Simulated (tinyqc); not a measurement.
Worked calculation: grain-boundary trapping model (Seto) of a polycrystalline semiconductor film. Computed by tinyqc, a small Python program that keeps every step. Command: `OMP_NUM_THREADS=1 python tinyqc.py 3012136 3012137 out.jsonl poly walk`. One thread of a shared host (Intel(R) Xeon(R) Processor @ 2.30GHz), about 0.01 s of CPU time with the checks. Intermediate numbers are printed to about 7 digits and carried at full precision; extremes and crossings named in words are read from the listed rows.

Grains of equal size L are joined by thin boundaries with one trap level. Trapped carriers deplete a width W on each side and raise a barrier, crossed by thermionic emission. Dopants are fully ionised, statistics are non-degenerate and mu_g does not depend on T.

Inputs (values chosen for the exercise, modelled on polycrystalline germanium):
```
quantity                                     value        unit
permittivity eps                                16           -
effective mass m                              0.21         m_0
effective density of states at 300 K, N_c  6.1e+18      1/cm^3
grain size L                                   240          nm
trap density Q_t                             5e+11      1/cm^2
trap level E_t below the band edge            0.28          eV
doping N                                   3.1e+15      1/cm^3
mobility inside the grains mu_g                540  cm^2/(V s)
temperature T                                  300           K
```

Grain interior: resistance included.

Constants: e = 1.602176634e-19 C; eps_0 = 8.8541878128e-12 F/m; k_B = 8.617333262e-05 eV/K; m_0 = 9.1093837015e-31 kg; k_B = 1.380649e-23 J/K.

## Critical doping

If all traps fill, the grain is just depleted at N* = Q_t/L, with the barrier e Q_t L/(8 eps eps_0).

N* = 2.083333e+16 1/cm^3

barrier at N* with all traps filled = 0.1696418 V

The traps stay filled only while e V_B is below E_t - k_B T ln(N_c(T)/N*) = 0.133 eV. The barrier above exceeds that or lies within 2 k_B T of it, so band bending brings the traps close to or above E_F before all fill, and the real maximum is lower.

## Barrier

N_c(T) = N_c (T/300 K)^(3/2). Filled traps Q = Q_t/(1 + (1/2) exp((E_t* - E_F)/k_B T)), where E_t* = e V_B - E_t and E_F are counted from the band edge at the grain centre. Partial depletion: Q = 2 N W, V_B = e N W^2/(2 eps eps_0), E_F = k_B T ln(N/N_c); solve for W. If that W would exceed L/2 the grain is fully depleted: W = L/2, Q = N L, and E_F follows from the trap equation. Centre density n_0 = N_c exp(E_F/k_B T).

depletion width W = 120 nm

barrier V_B = 0.02524270 V

E_F = -0.3177636 eV

centre density n_0 = 2.799864e+13 1/cm^3

The grain is fully depleted, and n_0 is 0.00903 of N.

## Resistivity and effective mobility

Boundary: sigma_b = L e^2 n_0 exp(-e V_B/k_B T)/sqrt(2 pi m k_B T); drift through the grain, depleted parts included: rho_g = [(1 - 2W/L) + (2W/L) int_0^1 exp(y^2 s^2) ds]/(e n_0 mu_g); rho = 1/sigma_b + rho_g. Mean carrier density n_av = n_0 [(1 - 2W/L) + (2W/L) (sqrt(pi)/2) erf(y)/y], y = sqrt(e V_B/k_B T); effective mobility 1/(e n_av rho).

boundary resistivity = 108.6016 ohm cm

drift resistivity rho_g = 597.7486 ohm cm

resistivity rho = 706.3501 ohm cm

mean carrier density = 2.103587e+13 1/cm^3

effective mobility = 420.0577 cm^2/(V s)

A single crystal with the same N and mu_g would have 3.73 ohm cm, a factor 189 lower.

## Activation energy

E_a = d ln(rho)/d(1/k_B T) from T - 5 K and T + 5 K; temperature coefficient d ln(rho)/dT.

activation energy E_a = 0.3045410 eV

temperature coefficient = -3.927815 %/K

E_a is close to the trap depth E_t = 0.28 eV, since carriers must leave the traps.

## Against the doping

The formulas are those given above.

The same film:
```
N (1/cm^3)    W (nm)    V_B (V)  mean density (1/cm^3)  mobility (cm^2/(V s))  rho (ohm cm)
6.20e+14    120.0000  0.0050485           2.111196e+12               483.6764  6.112321e+03
2.10e+15    120.0000  0.0170999           1.070760e+13               451.3404  1.291497e+03
5.20e+15    120.0000  0.0423426           6.645451e+13               339.1240  2.769534e+02
1.00e+16    120.0000  0.0814281           6.409208e+14               157.4165  6.186356e+01
1.70e+16    110.4556  0.1172833           7.845960e+15                57.1027  1.393114e+01
2.50e+16     86.9285  0.1068258           1.475338e+16                70.4143  6.008103e+00
4.20e+16     57.7482  0.0792024           3.188553e+16               149.5956  1.308510e+00
8.30e+16     30.0086  0.0422651           7.561498e+16               339.0058  2.434864e-01
2.10e+17     11.8982  0.0168110           2.062464e+17               452.0552  6.694403e-02
8.30e+17      3.0118  0.0042573           8.289108e+17               483.5214  1.557278e-02
```

The barrier peaks among these rows at N = 1.7e16 (0.117 V) and the mobility has its minimum at 1.7e16; N* is 2.1e16. While the grain is fully depleted (W = L/2) V_B grows as N; once all traps are filled it falls as 1/N (last exponent -1.00). Partly depleted rows (W < L/2) with e V_B below 2 k_B T stretch the depletion approximation. Where N approaches N_c the non-degenerate statistics fail. rho drops most steeply, as N^-2.9, between 2.5e16 and 4.2e16.

Checks made by the program: charge in the traps against the depleted charge (relative difference below 1e-10).
